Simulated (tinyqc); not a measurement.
Transient enhanced diffusion after implantation: plus-n interstitials, dissolving clusters and loss to the surface: one step, computed by the program tinyqc. Command: `OMP_NUM_THREADS=1 python tinyqc.py 3002552 3002553 out.jsonl ted walk`. One thread of a shared host (Intel(R) Xeon(R) Processor @ 2.30GHz), about 0.01 s of CPU time with the checks.

The implant leaves n Q interstitials in clusters at depth R_p. While clusters last they hold the free interstitials at a supersaturation S = C_I/C_I*; interstitials drain to the surface, and the part f_I of the dopant diffusion that uses interstitials speeds up in proportion to S.

Question. Duration and total effect at this temperature. The clusters last tau = n Q/J. If they dissolve fully at this T, the extra budget is (D/D* - 1) D* tau.

Inputs (values chosen for the exercise, modelled on boron in silicon): implant dose Q = 1.4e+14 1/cm^2; interstitials kept per ion n = 2; anneal (peak) temperature T = 1100 C.

Anneal: isothermal.

flux J = 3.734666e+15 1/(cm^2 s)

enhancement D/D* = 137.9928

equilibrium diffusivity D* = 1.264663e-13 cm^2/s

Give: duration tau; extra budget if complete.

Answer.

duration tau = 0.074973 s

extra budget if complete = 1.2989e-12 cm^2
